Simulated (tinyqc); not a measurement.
Worked calculation: six-band hole subbands of a thin body in a field. Values are carried at full precision from step to step, so a last printed digit may differ when a step is redone from the rounded ones.

Constants: hbar^2/2m0 = 3.80998211 eV angstrom^2.

Values chosen for the exercise (near those of a p-type Si channel; the results hold for these values, not for the real material):
```
symbol  value                 unit        meaning
S       (7.64, -2.16, 12.55)  1/TPa       compliances s11, s12, s44
sx      -2                    GPa         stress along the channel [1-10], negative in compression
b       -2.14                 eV          tetragonal potential
d       -4.8                  eV          trigonal potential
g1      4.3                               Luttinger gamma1
g2      0.34                              gamma2
g3      1.44                              gamma3
face    110                               surface
Dso     0.043                 eV          spin-orbit splitting
t       65                    angstrom    body thickness
F       0.5                   MV/cm       field across the body
kmax    0.08                  1/angstrom  end of the path
```

## Strain and its block

exx = eyy = (s11 + s12) sx/2, ezz = s12 sx, exy = -s44 sx/4 (1 GPa/TPa = 1e-3). With e0 the traceless part, B_XX = 2b e0xx - b (e0yy + e0zz) and B_XY = sqrt(3) d exy.

strain, lower triangle:
```
           x          y         z
x  -0.005480
y   0.006275  -0.005480
z          0          0  0.004320
```

B (eV), lower triangle:
```
          X        Y         Z
X   0.02097
Y  -0.05217  0.02097
Z         0        0  -0.04194
```

## Confinement masses without spin-orbit coupling

C(n n^T)/c has C_XX = (g1 + 4 g2) nx^2 + (g1 - 2 g2)(ny^2 + nz^2) and C_XY = 6 g3 nx ny, n the unit normal; its eigenvalues are the inverse masses along n.

C(n n^T)/c, lower triangle:
```
        X       Y       Z
X  4.6400
Y  4.3200  4.6400
Z       0       0  3.6200
```

masses (m0): 3.1250  0.2762  0.1116

The heaviest mass, 3.13, comes from a near cancellation among the gammas, so a few per cent in them move it strongly.

## The matrix for one sine at q = 0

Basis X, Y, Z times spin, hole energies counted downwards from the unstrained edge (the hydrostatic shift is left out), c = hbar^2/2m0. For a symmetric tensor T let C(T) have C_XX = L Txx + M (Tyy + Tzz), C_XY = N Txy (cyclic), L = c (g1 + 4 g2), M = c (g1 - 2 g2), N = 6 c g3. k = q + kz n, n the unit normal, q = k1 u + k2 v with u along the channel [1-10] and v = n x u. H = C(k k^T) + (Dso/3)(1 - L.sigma) - B + e F z with (L_k)_ij = -i epsilon_kij; B is the block C built from the traceless strain with 2b, -b and sqrt(3) d in place of L, M, N. Strain: exx = eyy = (s11 + s12) sx/2, ezz = s12 sx, exy = -s44 sx/4. Hard walls at z = 0 and t; basis sin(j pi z/t), j = 1 to Nz: kz^2 = (j pi/t)^2, kz = -i D with D_jl = 4 j l/(t (j^2 - l^2)), z_jj = t/2 and z_jl = -8 t j l/(pi (j^2 - l^2))^2 for j + l odd; 1 MV/cm = 0.01 eV/angstrom.

Nz = 1, in meV.

H (meV), lower triangle (Hermitian):
```
              X+       Y+      Z+            X-      Y-      Z-
X+        197.16
Y+  90.62-14.33i   197.16
Z+             0        0  251.00
X-             0        0   14.33        197.16
Y-             0        0  14.33i  90.62+14.33i  197.16
Z-        -14.33  -14.33i       0             0       0  251.00
```

## Its levels

Diagonalise; the levels come in pairs. Give each pair and its weights on X, Y, Z, summed over spin and averaged over the pair.

levels (meV): 104.22  246.61  294.48

weights:
```
   pair 1  pair 2  pair 3
X   0.496   0.062   0.442
Y   0.496   0.062   0.442
Z   0.008   0.876   0.116
```

## More sines

The four lowest pairs at q = 0.

Hole energies (meV):
```
Nz  pair 1  pair 2  pair 3  pair 4
1   104.22  246.61  294.48       -
2    50.31  167.58  220.48  279.33
4    19.12   89.45  157.80  217.74
8    13.22   68.10  113.51  154.46
16   13.15   67.84  112.69  152.32
```

One sine is 91.07 meV off in the top subband, since the field mixes the sines. The second pair lies 54.7 meV deeper.

## Dispersion of the top subband

Nz = 14; the two lowest levels (spin-split where the field breaks inversion), in meV from their value at q = 0.

Energies (meV):
```
|q| (1/angstrom)     u a     u b    v a    v b
0.020              12.99   13.72   5.49   5.53
0.040              52.44   54.14  22.00  22.10
0.060             117.31  120.79  49.51  49.68
0.080             201.31  209.49  88.02  88.29
```

From the mean of each pair in the first row, c q^2/E gives 0.11 m0 along u and 0.28 m0 along v. The largest distance between a and b in the table is 8.17 meV.

## Checks

- Top level at q = 0 on (001) without field and stress against c (g1 - 2 g2)(pi/t)^2, eV: both 0.03222.
- Hermiticity, and E(q) against E(-q): they agree to 1e-10 or better.

Program tinyqc; command `OMP_NUM_THREADS=1 python tinyqc.py 1250396 1250397 out.jsonl`; about 0.5 s on one thread of a shared Intel(R) Xeon(R) Processor @ 2.30GHz.
